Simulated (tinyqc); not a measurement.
# Worked calculation: punch-through p+-n junction, ionisation integral and breakdown

Numbers from tinyqc (`OMP_NUM_THREADS=1 python tinyqc.py 2120066 2120067 out.jsonl`; about 0.09 s on one thread of a shared Intel Xeon 2.30GHz). Printed values are rounded.

A p+ layer at x < 0 and an n drift layer from x = 0 to L on an n+ substrate. Depletion approximation, built-in voltage neglected. Local ionisation coefficients alpha_n = an exp(-(bn/E)^mx), alpha_p = ap exp(-(bp/E)^mx). Electrons move towards +x, holes towards x = 0.

Values chosen for this exercise; material values close to those of silicon: relative permittivity eps_r = 11.5; prefactor of the electron ionisation coefficient an = 6.62e5 1/cm; field constant for electrons bn = 1.3e6 V/cm; prefactor of the hole ionisation coefficient ap = 1.64e6 1/cm; field constant for holes bp = 2e6 V/cm; exponent mx = 1; donor density of the drift layer N = 2.2e14 cm^-3; thickness of the drift layer L = 41 um; reverse voltage V = 535 V; share of the depleted width that the grid covers fr = 1.

Constants: q = 1.602176634e-19 C, eps0 = 8.8541878128e-14 F/cm where lengths are in cm. Results are converted to the units shown.

## Field and ionisation coefficients on a grid

W = sqrt(2 eps0 eps_r V/(q N)), peak field E0 = q N W/(eps0 eps_r), falling linearly to 0 at W; if W > L the layer is punched through: W = L, E0 = V/L + q N L/(2 eps0 eps_r), falling linearly to E1 = V/L - q N L/(2 eps0 eps_r). Grid: 11 equal steps from 0 to fr W.

W = 41 um

```
point   x (um)  E (kV/cm)  alpha_n (1/cm)  alpha_p (1/cm)
0       0.0000    201.452         1043.02         80.0213
1       3.7273    188.550         670.673         40.5654
2       7.4545    175.647         404.160         18.6106
3      11.1818    162.744         224.760         7.54581
4      14.9091    149.842         112.979         2.61899
5      18.6364    136.939         49.8865        0.744662
6      22.3636    124.036         18.5828        0.162988
7      26.0909    111.134         5.50369       0.0250695
8      29.8182    98.2313         1.18406      0.00235808
9      33.5455    85.3287        0.160063      1.08520e-4
10     37.2727    72.4260       0.0106061      1.66753e-6
11     41.0000    59.5234      2.16674e-4      4.19234e-9
```

## Ionisation integrals by the trapezoid rule

G(x) = integral from 0 to x of (alpha_n - alpha_p); I_n = integral of alpha_n exp(-G) (electrons injected at x = 0), I_p = integral of alpha_p exp(G(end) - G) (holes injected at the far edge); M = 1/(1 - I). All integrals by the trapezoid rule on the grid.

```
point         G  alpha_n exp(-G) (1/cm)
0      0.000000                 1043.02
1      0.296897                  498.39
2      0.486179                  248.55
3      0.598512                  123.53
4      0.659560                   58.42
5      0.689285                   25.04
6      0.701876                    9.21
7      0.706330                    2.72
8      0.707571                    0.58
9      0.707821                    0.08
10     0.707853                    0.01
11     0.707855                    0.00
```

I_n = 0.554631
I_p = 0.0662469
M_n = 2.24533
M_p = 1.07095

A grid of 1500 steps over the whole width gives I_n = 0.5317 and I_p = 0.06076; the coarse I_n is 4.3 % above and the coarse I_p 9.0 % above those values. Electrons multiply more: on this coarse grid M - 1 is 17.6 times as large for them.

## Breakdown voltage by secant steps

G(x) = integral from 0 to x of (alpha_n - alpha_p); I_n = integral of alpha_n exp(-G) (electrons injected at x = 0), I_p = integral of alpha_p exp(G(end) - G) (holes injected at the far edge); M = 1/(1 - I). Secant steps on ln I_n(V) = 0 with the integrals on a fine grid (1500 steps), from the points V = 473 and 644 V; stop when the step is below 1e-7 of V.

Course of the iteration:
```
step    V (V)       I_n  change of V (V)
1         644  0.918073             13.8
2     657.778  0.956711             14.8
3     672.569  0.994421             2.14
4     674.710  0.999552            0.186
5     674.896  0.999995          2.16e-3
6     674.899   1.00000          2.03e-6
```

Breakdown at 674.90 V, with a peak field of 235.6 kV/cm and W = 41.00 um. The integral for holes reaches 1 at the same voltage.
